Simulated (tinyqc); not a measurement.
Worked calculation: Pariser-Parr-Pople SCF with singles CI, for the molecule C1=CC=CC=CC=C1 (SMILES; centres numbered as the heavy atoms are written). Computed by tinyqc, a small Python program that keeps every step. Settings: charge = 0, gamma = Ohno, start = huckel, damping = 0.5, iteration cap = 83, excitations kept = 4. Command: `OMP_NUM_THREADS=1 python tinyqc.py 24467 24468 out.jsonl` (the two numbers bound the seeds that draw the settings). One thread of a shared host (Intel(R) Xeon(R) Processor @ 2.60GHz), about 0.02 s of CPU time with the checks. Later iterations appear only in the table of the cycle.

## PPP integrals

Centres (angstrom, eV; a flat drawing with bonds scaled to 1.40 angstrom):

| centre | x | y | core charge z | W | gamma_rr |
|---|---|---|---|---|---|
| 1C | 1.829000 | 0.000000 | 1 | 11.160000 | 11.130000 |
| 2C | 1.293000 | 1.293000 | 1 | 11.160000 | 11.130000 |
| 3C | 0.000000 | 1.829000 | 1 | 11.160000 | 11.130000 |
| 4C | -1.293000 | 1.293000 | 1 | 11.160000 | 11.130000 |
| 5C | -1.829000 | 0.000000 | 1 | 11.160000 | 11.130000 |
| 6C | -1.293000 | -1.293000 | 1 | 11.160000 | 11.130000 |
| 7C | 0.000000 | -1.829000 | 1 | 11.160000 | 11.130000 |
| 8C | 1.293000 | -1.293000 | 1 | 11.160000 | 11.130000 |

Resonance integrals (eV):

| i | j | beta |
|---|---|---|
| 1 | 2 | -2.600000 |
| 2 | 3 | -2.600000 |
| 3 | 4 | -2.600000 |
| 4 | 5 | -2.600000 |
| 5 | 6 | -2.600000 |
| 6 | 7 | -2.600000 |
| 7 | 8 | -2.600000 |
| 8 | 1 | -2.600000 |

Ohno: gamma = 14.399645/sqrt(R^2 + a^2), a = 2 x 14.399645/(gamma_rr + gamma_ss); H_rr = -W_r - sum_(s != r) z_s gamma_rs; H_rs = beta for bonds.

repulsion gamma_rs (eV):
```
           1C         2C         3C         4C         5C         6C         7C         8C
1C  11.130000   7.554751   4.978935   3.979599   3.711199   3.979599   4.978935   7.554751
2C   7.554751  11.130000   7.554751   4.979854   3.979599   3.711960   3.979599   4.979854
3C   4.978935   7.554751  11.130000   7.554751   4.978935   3.979599   3.711199   3.979599
4C   3.979599   4.979854   7.554751  11.130000   7.554751   4.979854   3.979599   3.711960
5C   3.711199   3.979599   4.978935   7.554751  11.130000   7.554751   4.978935   3.979599
6C   3.979599   3.711960   3.979599   4.979854   7.554751  11.130000   7.554751   4.979854
7C   4.978935   3.979599   3.711199   3.979599   4.978935   7.554751  11.130000   7.554751
8C   7.554751   4.979854   3.979599   3.711960   3.979599   4.979854   7.554751  11.130000
```

core matrix H (eV):
```
            1C          2C          3C          4C          5C          6C          7C          8C
1C  -47.897770   -2.600000    0.000000    0.000000    0.000000    0.000000    0.000000   -2.600000
2C   -2.600000  -47.900368   -2.600000    0.000000    0.000000    0.000000    0.000000    0.000000
3C    0.000000   -2.600000  -47.897770   -2.600000    0.000000    0.000000    0.000000    0.000000
4C    0.000000    0.000000   -2.600000  -47.900368   -2.600000    0.000000    0.000000    0.000000
5C    0.000000    0.000000    0.000000   -2.600000  -47.897770   -2.600000    0.000000    0.000000
6C    0.000000    0.000000    0.000000    0.000000   -2.600000  -47.900368   -2.600000    0.000000
7C    0.000000    0.000000    0.000000    0.000000    0.000000   -2.600000  -47.897770   -2.600000
8C   -2.600000    0.000000    0.000000    0.000000    0.000000    0.000000   -2.600000  -47.900368
```

## Starting guess

pi electrons, sum of z_r less the charge = 8

Orbitals of the Hueckel matrix of the beta values.

P at the start:
```
           1C         2C         3C         4C         5C         6C         7C         8C
1C   1.249953   0.598698  -0.249953  -0.098698   0.249953  -0.108409  -0.249953   0.608409
2C   0.598698   0.750047   0.608409   0.249953  -0.108409  -0.249953  -0.098698   0.249953
3C  -0.249953   0.608409   1.249953   0.598698  -0.249953  -0.098698   0.249953  -0.108409
4C  -0.098698   0.249953   0.598698   0.750047   0.608409   0.249953  -0.108409  -0.249953
5C   0.249953  -0.108409  -0.249953   0.608409   1.249953   0.598698  -0.249953  -0.098698
6C  -0.108409  -0.249953  -0.098698   0.249953   0.598698   0.750047   0.608409   0.249953
7C  -0.249953  -0.098698   0.249953  -0.108409  -0.249953   0.608409   1.249953   0.598698
8C   0.608409   0.249953  -0.108409  -0.249953  -0.098698   0.249953   0.598698   0.750047
```

## Iteration 1: Fock matrix

F_rr = H_rr + P_rr gamma_rr / 2 + sum_(s != r) P_ss gamma_rs; F_rs = H_rs - P_rs gamma_rs / 2; E = tr P (H + F) / 2 + core repulsion sum_(r<s) z_r z_s gamma_rs.

F (eV):
```
           1C         2C         3C         4C         5C         6C         7C         8C
1C  -6.553477  -4.861508   0.622250   0.196389  -0.463812   0.215712   0.622250  -4.898188
2C  -4.861508  -4.637173  -4.898188  -0.622364   0.215712   0.463908   0.196389  -0.622364
3C   0.622250  -4.898188  -6.553477  -4.861508   0.622250   0.196389  -0.463812   0.215712
4C   0.196389  -0.622364  -4.861508  -4.637173  -4.898188  -0.622364   0.215712   0.463908
5C  -0.463812   0.215712   0.622250  -4.898188  -6.553477  -4.861508   0.622250   0.196389
6C   0.215712   0.463908   0.196389  -0.622364  -4.861508  -4.637173  -4.898188  -0.622364
7C   0.622250   0.196389  -0.463812   0.215712   0.622250  -4.898188  -6.553477  -4.861508
8C  -4.898188  -0.622364   0.215712   0.463908   0.196389  -0.622364  -4.861508  -4.637173
```

pi energy = -105.973808 eV

## Iteration 1: orbitals and new P

Diagonalise F (the basis is taken as orthonormal) and form P = 2 sum c c over the lowest orbitals; 0.5 of the old P is kept.

orbital energies (eV): -14.944670  -12.804894  -12.804894  -8.262376  -2.927949  1.614149  1.614149  3.753886

P after iteration 1:
```
           1C         2C         3C         4C         5C         6C         7C         8C
1C   1.269461   0.597761  -0.247577  -0.098408   0.235180  -0.107911  -0.247577   0.608468
2C   0.597761   0.730539   0.608468   0.247577  -0.107911  -0.235180  -0.098408   0.247577
3C  -0.247577   0.608468   1.269461   0.597761  -0.247577  -0.098408   0.235180  -0.107911
4C  -0.098408   0.247577   0.597761   0.730539   0.608468   0.247577  -0.107911  -0.235180
5C   0.235180  -0.107911  -0.247577   0.608468   1.269461   0.597761  -0.247577  -0.098408
6C  -0.107911  -0.235180  -0.098408   0.247577   0.597761   0.730539   0.608468   0.247577
7C  -0.247577  -0.098408   0.235180  -0.107911  -0.247577   0.608468   1.269461   0.597761
8C   0.608468   0.247577  -0.107911  -0.235180  -0.098408   0.247577   0.597761   0.730539
```

## Iteration 2: Fock matrix

As before.

F (eV):
```
           1C         2C         3C         4C         5C         6C         7C         8C
1C  -6.628283  -4.857970   0.616335   0.195813  -0.436401   0.214721   0.616335  -4.898411
2C  -4.857970  -4.562417  -4.898411  -0.616449   0.214721   0.436490   0.195813  -0.616449
3C   0.616335  -4.898411  -6.628283  -4.857970   0.616335   0.195813  -0.436401   0.214721
4C   0.195813  -0.616449  -4.857970  -4.562417  -4.898411  -0.616449   0.214721   0.436490
5C  -0.436401   0.214721   0.616335  -4.898411  -6.628283  -4.857970   0.616335   0.195813
6C   0.214721   0.436490   0.195813  -0.616449  -4.857970  -4.562417  -4.898411  -0.616449
7C   0.616335   0.195813  -0.436401   0.214721   0.616335  -4.898411  -6.628283  -4.857970
8C  -4.898411  -0.616449   0.214721   0.436490   0.195813  -0.616449  -4.857970  -4.562417
```

pi energy = -106.017028 eV

## Iteration 2: orbitals and new P

As before.

orbital energies (eV): -14.944260  -12.809209  -12.809209  -8.298006  -2.892378  1.618419  1.618419  3.753422

P after iteration 2:
```
           1C         2C         3C         4C         5C         6C         7C         8C
1C   1.283535   0.596894  -0.245595  -0.098044   0.225052  -0.107538  -0.245595   0.608483
2C   0.596894   0.716465   0.608483   0.245595  -0.107538  -0.225052  -0.098044   0.245595
3C  -0.245595   0.608483   1.283535   0.596894  -0.245595  -0.098044   0.225052  -0.107538
4C  -0.098044   0.245595   0.596894   0.716465   0.608483   0.245595  -0.107538  -0.225052
5C   0.225052  -0.107538  -0.245595   0.608483   1.283535   0.596894  -0.245595  -0.098044
6C  -0.107538  -0.225052  -0.098044   0.245595   0.596894   0.716465   0.608483   0.245595
7C  -0.245595  -0.098044   0.225052  -0.107538  -0.245595   0.608483   1.283535   0.596894
8C   0.608483   0.245595  -0.107538  -0.225052  -0.098044   0.245595   0.596894   0.716465
```

## Iteration 3: Fock matrix

As before.

F (eV):
```
           1C         2C         3C         4C         5C         6C         7C         8C
1C  -6.682254  -4.854692   0.611401   0.195087  -0.417606   0.213979   0.611401  -4.898468
2C  -4.854692  -4.508483  -4.898468  -0.611514   0.213979   0.417692   0.195087  -0.611514
3C   0.611401  -4.898468  -6.682254  -4.854692   0.611401   0.195087  -0.417606   0.213979
4C   0.195087  -0.611514  -4.854692  -4.508483  -4.898468  -0.611514   0.213979   0.417692
5C  -0.417606   0.213979   0.611401  -4.898468  -6.682254  -4.854692   0.611401   0.195087
6C   0.213979   0.417692   0.195087  -0.611514  -4.854692  -4.508483  -4.898468  -0.611514
7C   0.611401   0.195087  -0.417606   0.213979   0.611401  -4.898468  -6.682254  -4.854692
8C  -4.898468  -0.611514   0.213979   0.417692   0.195087  -0.611514  -4.854692  -4.508483
```

pi energy = -106.047958 eV

## Iteration 3: orbitals and new P

As before.

orbital energies (eV): -14.943774  -12.812308  -12.812308  -8.323381  -2.867045  1.621486  1.621486  3.752898

P after iteration 3:
```
           1C         2C         3C         4C         5C         6C         7C         8C
1C   1.293683   0.596102  -0.243999  -0.097653   0.218076  -0.107281  -0.243999   0.608501
2C   0.596102   0.706317   0.608501   0.243999  -0.107281  -0.218076  -0.097653   0.243999
3C  -0.243999   0.608501   1.293683   0.596102  -0.243999  -0.097653   0.218076  -0.107281
4C  -0.097653   0.243999   0.596102   0.706317   0.608501   0.243999  -0.107281  -0.218076
5C   0.218076  -0.107281  -0.243999   0.608501   1.293683   0.596102  -0.243999  -0.097653
6C  -0.107281  -0.218076  -0.097653   0.243999   0.596102   0.706317   0.608501   0.243999
7C  -0.243999  -0.097653   0.218076  -0.107281  -0.243999   0.608501   1.293683   0.596102
8C   0.608501   0.243999  -0.107281  -0.218076  -0.097653   0.243999   0.596102   0.706317
```

## Convergence

Stop when output and input P, before any damping, agree to 1e-7.

Course of the cycle:

| iteration | E (eV) | largest \|P(out) - P(in)\| |
|---|---|---|
| 1 | -105.97380799 | 3.90e-02 |
| 2 | -106.01702811 | 2.81e-02 |
| 3 | -106.04795847 | 2.03e-02 |
| 4 | -106.06821587 | 1.46e-02 |
| 5 | -106.08081602 | 1.05e-02 |
| 6 | -106.08839493 | 7.59e-03 |
| 7 | -106.09284919 | 5.46e-03 |
| 8 | -106.09542460 | 3.93e-03 |
| 9 | -106.09689743 | 2.82e-03 |
| 10 | -106.09773501 | 2.03e-03 |
| 11 | -106.09821198 | 1.45e-03 |
| ... | ... | ... |
| 73 | -106.14552840 | 9.16e-03 |
| 74 | -106.14904378 | 9.33e-03 |
| 75 | -106.15275756 | 9.50e-03 |
| 76 | -106.15667147 | 9.64e-03 |
| 77 | -106.16078579 | 9.77e-03 |
| 78 | -106.16509927 | 9.88e-03 |
| 79 | -106.16960893 | 9.98e-03 |
| 80 | -106.17431000 | 1.00e-02 |
| 81 | -106.17919579 | 1.01e-02 |
| 82 | -106.18425763 | 1.01e-02 |
| 83 | -106.18948490 | 1.01e-02 |

Not converged within 83 iterations: the residual wanders without falling. Reruns (cap 100 unless said): damping 0: not converged; the original settings with a cap of 400: converged in 386 (E = -106.37459).
